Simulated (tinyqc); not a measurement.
# Donor or exciton in a quantum well (variational effective-mass method), step by step

A worked calculation. Computed by tinyqc, a small Python program that keeps every step. Command: `OMP_NUM_THREADS=1 python tinyqc.py 3005873 3005874 out.jsonl welldonor walk`. One thread of a shared host (Intel(R) Xeon(R) Processor @ 2.30GHz), about 0.1 s of CPU time with the checks. Intermediate numbers are printed to about 6 digits and carried at full precision; extremes and crossings named in words are read from the listed rows.

H = -nabla^2 - 2/|r - r_i| + V(z) in effective units; trial function psi = f(z) exp(-|r - r_i|/lambda), f the ground state of the well. Mass and screening are the same in well and barrier; l = L/a* is the width in effective units. Bands are flat: no polarisation or applied field.

Inputs (values chosen for the exercise, modelled on ZnSe):

| quantity | value | unit |
|---|---|---|
| electron mass m | 0.147 | m_0 |
| dielectric constant eps | 8.98 | - |
| well width L | 2.8 | nm |
| trial radius lambda | 1.5 | a* |
| donor position z_i/L from the centre | 0 | - |
| barrier height V_0 | 0.26 | eV |

Centre: donor. Barriers: finite.

Constants: Ry = 13.605693123 eV; a_0 = 0.529177210903 angstrom.

## Effective units

Ry* = Ry m/eps^2, a* = a_0 eps/m; l = L/a*.

mass used = 0.147 m_0

Ry* = 24.8019 meV

a* = 3.23266 nm

l = 0.866160

## The subband

k solves k tan(k l/2) = sqrt(v - k^2), v = V_0/Ry*, 0 < k l/2 < pi/2 (bisection); f = cos(k z) inside and cos(k l/2) exp(-kappa (|z| - l/2)) outside, kappa = sqrt(v - k^2); subband energy k^2 Ry*.

k = 2.04683 1/a*

subband energy = 103.908 meV

kappa = 2.50870 1/a*

## Binding at the trial radius

Binding E_b(lambda) = -1/lambda^2 + 4 A/(lambda B), with A = int f^2 exp(-2 s/lambda) dz, B = int f^2 exp(-2 s/lambda)(1 + 2 s/lambda) dz and s = |z - z_i|; 40 Gauss-Legendre points on each piece between the walls at z = -l/2 and l/2 and z_i, and out to 12/(kappa + 1/lambda) beyond the walls.

A = 0.601134 a*

B = 0.776080 a*

E_b(lambda) = 1.62109 Ry*

## Best radius

Golden-section search for the maximum over lambda from 0.3 to 4, 40 steps.

best lambda = 0.900068 a*

binding in Ry* = 1.88088

binding energy = 46.6495 meV

radius lambda a* = 2.90961 nm

Confinement changes the binding by a factor 1.881 against the bulk value (with finite barriers it peaks in a narrow well and returns to 1 as L tends to 0, and away from the walls of a wide well it tends to 1).

## Binding against well width

Each row maximises over lambda (golden section, 0.3 to 4).

Against width:

| L (nm) | lambda (a*) | binding (Ry*) | binding (meV) |
|---|---|---|---|
| 0.84 | 0.90036 | 1.75534 | 43.5358 |
| 1.50 | 0.87724 | 1.90699 | 47.2969 |
| 2.80 | 0.90007 | 1.88088 | 46.6495 |
| 5.00 | 0.96093 | 1.69721 | 42.0941 |
| 9.00 | 1.03055 | 1.45353 | 36.0504 |

The binding peaks at 1.907 Ry* near L = 1.5 nm: in narrower wells the envelope leaks into the barriers and returns towards three dimensions. In the widest well it is 1.454 Ry*. Rows under about 2 nm are a few atomic layers, where the envelope model is only a guide.

## Binding against position

The formulas are those given above.

Against position:

| z_i/L | lambda (a*) | binding (Ry*) | binding (meV) |
|---|---|---|---|
| 0.0 | 0.90007 | 1.88088 | 46.6495 |
| 0.1 | 0.90624 | 1.85833 | 46.0902 |
| 0.2 | 0.92568 | 1.79283 | 44.4656 |
| 0.3 | 0.96082 | 1.69110 | 41.9424 |
| 0.4 | 1.01445 | 1.56461 | 38.8052 |
| 0.5 | 1.08719 | 1.42842 | 35.4275 |

From the centre to the wall the binding falls from 46.650 to 35.428 meV, 76 % of the centre value, since the walls keep the electron away from an off-centre ion; uniform doping thus gives a band of levels 11.222 meV wide, with a peak in its density at the centre value, where the slope vanishes.

Checks made by the program: the wide-well limit, 1 Ry* (relative difference 3e-03).
